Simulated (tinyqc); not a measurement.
What each parameter does: alloy A(1-x)B(x) by interpolation with bowing.

Each gap follows E(x) = (1 - x) E_A + x E_B - C x (1 - x); the lattice constant follows Vegard, a(x) = (1 - x) a_A + x a_B.

Mass at Gamma from the Kane formula 1/m = F + Ep (Eg + 2 Dso/3)/(Eg (Eg + Dso)). F is fixed by the masses of A and B and interpolated linearly, as is Ep; Eg and Dso carry their bowing.

Inputs chosen for the exercise (A near GaSb, B near GaAs; the results hold for these values, not for the real material): Eg = (0.814, 1.53) eV (gap at Gamma to the s-like level of A, B); EgX = (1.127, 1.99) eV (gap to the lowest valley along Gamma-X of A, B); EgL = (0.876, 1.826) eV (gap to L of A, B); C = (1.224, 1.194, 1.285) eV (bowing of the Gamma, X and L gaps); x = 0.28 (fraction of B); Dso = (0.758, 0.339) eV (spin-orbit splitting of A, B); Ep = (26.8, 25.7) eV (Kane energy of A, B); me = (0.0387, 0.0667) m0 (electron mass at Gamma of A, B); Cs = 0.68 eV (bowing of Dso).

Gaps at x and the Kane mass.

Results for these values:
```
case  Gamma (eV)  X (eV)  L (eV)  mass (m0)
base      0.7677  1.1279  0.8829     0.0352
```

What happens to each result for x = 0.32, all else kept?

Answer: Gamma rises from 0.7677 to 0.7768; X rises from 1.1279 to 1.1433; L rises from 0.8829 to 0.9004; mass rises from 0.0352 to 0.0354.

The same for each parameter in turn:
```
case                          Gamma (eV)  X (eV)  L (eV)  mass (m0)
base                              0.7677  1.1279  0.8829     0.0352
x = 0.32                          0.7768  1.1433  0.9004     0.0354
C = (1.324, 1.294, 1.385) eV      0.7476  1.1078  0.8628     0.0343
Eg = (0.855, 1.53) eV             0.7972  1.1279  0.8829     0.0353
EgX = (1.127, 1.89) eV            0.7677  1.0999  0.8829     0.0352
EgL = (0.832, 1.826) eV           0.7677  1.1279  0.8513     0.0352
Ep = (29.5, 28.3) eV              0.7677  1.1279  0.8829     0.0345
Cs = 0.73 eV                      0.7677  1.1279  0.8829     0.0351
```

tinyqc: `OMP_NUM_THREADS=1 python tinyqc.py 1051061 1051062 out.jsonl`; about 0.01 s, one thread, shared Intel(R) Xeon(R) Processor @ 2.30GHz.
